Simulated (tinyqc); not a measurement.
Inside a calculation. Method: tight binding, dimerised chain. One step of it, computed by the program tinyqc.

Task: Open chain of 4 cells. The same hoppings without the wrap-around bond.

H of the open chain (eV):
```
[[0.080000, -0.470000, 0.000000, 0.000000, 0.000000, 0.000000, 0.000000, 0.000000],
 [-0.470000, -0.080000, -1.900000, 0.000000, 0.000000, 0.000000, 0.000000, 0.000000],
 [0.000000, -1.900000, 0.080000, -0.470000, 0.000000, 0.000000, 0.000000, 0.000000],
 [0.000000, 0.000000, -0.470000, -0.080000, -1.900000, 0.000000, 0.000000, 0.000000],
 [0.000000, 0.000000, 0.000000, -1.900000, 0.080000, -0.470000, 0.000000, 0.000000],
 [0.000000, 0.000000, 0.000000, 0.000000, -0.470000, -0.080000, -1.900000, 0.000000],
 [0.000000, 0.000000, 0.000000, 0.000000, 0.000000, -1.900000, 0.080000, -0.470000],
 [0.000000, 0.000000, 0.000000, 0.000000, 0.000000, 0.000000, -0.470000, -0.080000]]
```

Give: levels; weights of the highest filled level on the sites.

Result:

levels (eV): [-2.2681, -1.9859, -1.6263, -0.0803, 0.0803, 1.6263, 1.9859, 2.2681]

weights of the highest filled level on the sites: [0.0016, 0.0002, 0.0001, 0.0035, 0.0000, 0.0573, 0.0000, 0.9373]

The bulk gap runs from -1.4322 to 1.4322 eV; 2 level(s) of this chain lie inside it: end states, which need the weaker bond inside the cell and a chain longer than their decay length.
